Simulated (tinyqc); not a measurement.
Inside a calculation. Model: front-illuminated p-i-n photodiode, quantum efficiency and bandwidth.

tinyqc, about 0.01 s, one thread, Intel Xeon 2.30GHz (shared host): `OMP_NUM_THREADS=1 python tinyqc.py 2250115 2250116 out.jsonl` Printed values are rounded.

Light enters through a p layer (0 to xp), a depleted layer (xp to xp + wi) and a thick n substrate, decaying as exp(-al x); one pass, no back reflection. Carriers made in the depleted layer are all collected; those in the neutral layers diffuse.

Values chosen for this exercise; values close to those of In0.53Ga0.47As at this wavelength: wavelength lam = 1310 nm; absorption coefficient al = 11300 1/cm; reflectance of the front face Rf = 0.3; relative permittivity eps_r = 13.3; thickness of the front p layer xp = 0.34 um; thickness of the depleted layer wi = 1.7 um; electron diffusion coefficient in the p layer Dn = 39 cm^2/s; electron diffusion length in the p layer Ln = 0.26 um; recombination velocity of the front surface S = 20000 cm/s; hole diffusion length in the thick n substrate Lp = 44 um; electron drift velocity ve = 7.05e6 cm/s; hole drift velocity vh = 4.68e6 cm/s; diameter dia = 400 um; load resistance RL = 50 ohm; parasitic capacitance Cp = 30 fF; modulation frequency f = 9.3 GHz.

Constants: q = 1.602176634e-19 C, h = 6.62607015e-34 J s, c = 299792458 m/s, eps0 = 8.8541878128e-14 F/cm where lengths are in cm. Results are converted to the units shown.

## Quantum efficiency

k = al Ln, s = S Ln/Dn, e = exp(-al xp); front layer f1 = (k/(k^2 - 1)) {[s + k - e (s cosh(xp/Ln) + sinh(xp/Ln))]/[s sinh(xp/Ln) + cosh(xp/Ln)] - k e}; depleted layer f2 = e (1 - exp(-al wi)); substrate f3 = e exp(-al wi) al Lp/(1 + al Lp); external efficiency (1 - Rf)(f1 + f2 + f3); responsivity = efficiency q lam/(h c).

s = 0.0133333
f1 = 0.204988
f2 = 0.581256
f3 = 0.0977724
external efficiency = 0.618811
responsivity = 0.653828 A/W

The front layer absorbs 31.9 % of the light that enters and collects 64.3 % of that. Diffusion from the neutral layers makes up 34.2 % of the current.

## Response at one frequency

Drift response for pairs made in the depleted layer, a = al wi, g = 1 - exp(-a), u = 2 pi i f, te = wi/ve, th = wi/vh: electrons He = [g - a (exp(-a) - exp(-u te))/(u te - a)]/(u te g), holes Hh = [g - a (1 - exp(-a - u th))/(a + u th)]/(u th g); C = eps0 eps_r pi (dia/2)^2/wi + Cp; total |He + Hh|/sqrt(1 + (2 pi f RL C)^2), for the current of the depleted layer alone.

te = 24.1135 ps
th = 36.3248 ps
He = 0.527778-0.310449i
Hh = 0.264699-0.169258i
|He + Hh| = 0.926358
C = 8734.85 fF
total response = 0.0362708

The drift response alone falls to 1/sqrt(2) at 19.8 GHz and the RC term alone at 0.364 GHz; together they give 0.364 GHz for this part of the current; the diffusion currents, left out, respond on their own time scales.
